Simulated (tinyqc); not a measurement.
Hot electrons in a saturated n-channel MOSFET, lucky-electron model: two steps of the calculation.

Beyond pinch-off the lateral field grows as Esat cosh(y/l) over the velocity-saturated region (pseudo-two-dimensional model). Impact ionisation in this region gives the substrate current, which biases the body forward through Rsub. Currents are per width. Local-field laws: they overstate ionisation when the field peak is narrower than an energy relaxation length.

Parameters, values chosen for the exercise; values close to those of silicon n-channel devices: channel length L = 0.25 um; oxide thickness tox = 6 nm; threshold VT = 0.68 V; saturation velocity vs = 8e6 cm/s; ionisation prefactor Ai = 2e6 1/cm; ionisation field Bi = 1.62 MV/cm; resistance of the lightly doped drain Rd = 400 ohm um; substrate resistance Rsub = 3300 ohm um; fall of VT per volt of forward body bias kb = 0.46; hot-electron mean free path lm = 8.5 nm; oxide barrier pb = 3.2 V; prefactor of the gate current Cg = 0.0011; lifetime exponent m = 2.8; lifetime constant Hl = 11000 s uA/um; drain voltage Vd = 2.4 V; gate voltage Vg = 1.8 V.

Constants: eps0 = 8.8541878128e-14 F/cm where lengths are in cm. Results are converted to the units shown.

Problem 1. Body bias from the substrate current. Cox = 3.9 eps0/tox. Overdrive g = Vg - VT + kb Vb; Vdsat = g Esat L/(g + Esat L); Id = Cox vs (g - Vdsat); dV = Vd - Id Rd - Vdsat; Em = sqrt((dV/l)^2 + Esat^2); Isub = Id (Ai/Bi) l Em exp(-Bi/Em). Vb(new) = Rsub Isub.

Vb after iteration 1 = 0.043235773 V
l = 42 nm
Esat = 0.039024390 MV/cm

Wanted: Vdsat; Id; dV; Em; Isub; Vb after iteration 2.

Solution 1.

Vdsat = 0.5257 V
Id = 282.8 uA/um
dV = 1.761 V
Em = 0.4211 MV/cm
Isub = 13.18 uA/um
Vb after iteration 2 = 0.04351 V

Problem 2. Gate current, lifetime and channel shortening. Ig = Cg Id exp(-pb/(lm Em)); lifetime tau = (Hl/Id)(Isub/Id)^(-m); length of the saturated region dL = l ln[(dV/l + Em)/Esat]. 1 year = 3.15576e7 s.

Id = 282.83611 uA/um
dV = 1.7611532 V
Em = 0.42113419 MV/cm
Isub = 13.185459 uA/um
l = 42 nm
Esat = 0.039024390 MV/cm

Wanted: Isub/Id; Ig; tau; dL.

Solution 2.

Isub/Id = 0.04662
Ig = 40.79 pA/um
tau = 0.006588 years
dL = 128.9 nm

The lifetime misses ten years.

Program tinyqc, `OMP_NUM_THREADS=1 python tinyqc.py 2550076 2550077 out.jsonl`; Intel Xeon 2.30GHz, shared host, one thread, about 0.01 s.
